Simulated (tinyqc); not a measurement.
Stark shift: double quantum well by finite differences.

Finite differences on points z_i at the centres of cells of width h: H_ii = (c/h^2)(1/m_(i-1/2) + 1/m_(i+1/2)) + V_i, H_(i,i+1) = -(c/h^2)/m_(i+1/2), where m_(i+1/2) is the mean of the masses at the two points (the end values are repeated outwards), psi = 0 on the points beyond both ends, c = hbar^2/2m0. The field adds e F (z - z0) with z0 the middle of the structure; 1 kV/cm = 1e-5 eV/angstrom.

Constants: hbar^2/2m0 = 3.80998211 eV angstrom^2.

Values chosen for the exercise (out of a larger set: near those of an InGaAs well in InAlAs; not measured data):
- layers = ((75, 0.547, 0.0724), (75, 0, 0.0411), (50, 0.547, 0.0724), (75, 0, 0.0411), (75, 0.547, 0.0724)) (each layer: thickness in angstrom, band edge in eV, mass in m0)
- hf = 1.5625 angstrom (cell width of the fine grid)
- Fs = (0, 15, 30, 45, 60, 75, 90) kV/cm (fields)

Fine grid. Perturbation theory: dE1 = e F z_11 - beta (e F)^2 with beta = sum_j z_1j^2/(E_j - E_1) over the 13 next levels at zero field, z from z0.

Levels against field:

| F (kV/cm) | E1 (eV) | E2 (eV) | dE1 (meV) | second order (meV) | <z - z0> (angstrom) | E2 - E1 (meV) |
|---|---|---|---|---|---|---|
| 0 | 0.0762 | 0.0769 | 0.00 | 0.00 | 0.0 | 0.7 |
| 15.0 | 0.0672 | 0.0859 | -9.06 | -121.06 | -63.0 | 18.8 |
| 30.0 | 0.0577 | 0.0952 | -18.54 | -484.22 | -63.5 | 37.5 |
| 45.0 | 0.0481 | 0.1044 | -28.10 | -1089.50 | -64.0 | 56.3 |
| 75.0 | 0.0288 | 0.1225 | -47.45 | -3026.40 | -65.0 | 93.7 |
| 90.0 | 0.0190 | 0.1315 | -57.24 | -4358.01 | -65.5 | 112.5 |

Give the missing row, F (kV/cm) = 60.0.

Computed row:
```
F (kV/cm)  E1 (eV)  E2 (eV)  dE1 (meV)  second order (meV)  <z - z0> (angstrom)  E2 - E1 (meV)
60.0        0.0385   0.1135     -37.74            -1936.89                -64.5           75.0
```

z_11 = 0.00 angstrom
beta = 5.380e+06 angstrom^2/eV

At zero field the state is centred, so the shift starts as F^2; it turns linear only if the state is pulled to one side. At 90 kV/cm E1 has moved by -57.24 meV, where second order gives -4358.01 meV; the two first part by more than 10 % at 15 kV/cm. The electron moves by -65.5 angstrom, against the rise of the potential. E2 - E1 grows with the field; the ends are 0.7 and 112.5 meV.

Run: tinyqc, `OMP_NUM_THREADS=1 python tinyqc.py 1251377 1251378 out.jsonl`; Intel(R) Xeon(R) Processor @ 2.30GHz, one thread, shared host; about 0.02 s of CPU time with all checks.
